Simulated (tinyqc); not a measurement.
UKS/LDA (PW92) in the sto-3g basis, for H3, spin multiplicity 2, step by step. One step of it, computed by the program tinyqc.

Question. Orthogonalisation. S = U s U^T; canonical form X = U s^(-1/2), so that X^T S X = 1. Each column of U has its largest component positive (the first on a tie).

overlap S, order 1H 1s, 2H 1s, 3H 1s:
```
[[1.000000, 0.255685, 0.255735],
 [0.255685, 1.000000, 0.018054],
 [0.255735, 0.018054, 1.000000]]
```

Give: eigenvalues of S; X.

Answer.

eigenvalues of S: [0.647, 0.982, 1.371]

X, order 1H 1s, 2H 1s, 3H 1s:
```
[[0.890, 0.000, 0.596],
 [-0.614, 0.714, 0.432],
 [-0.614, -0.714, 0.432]]
```
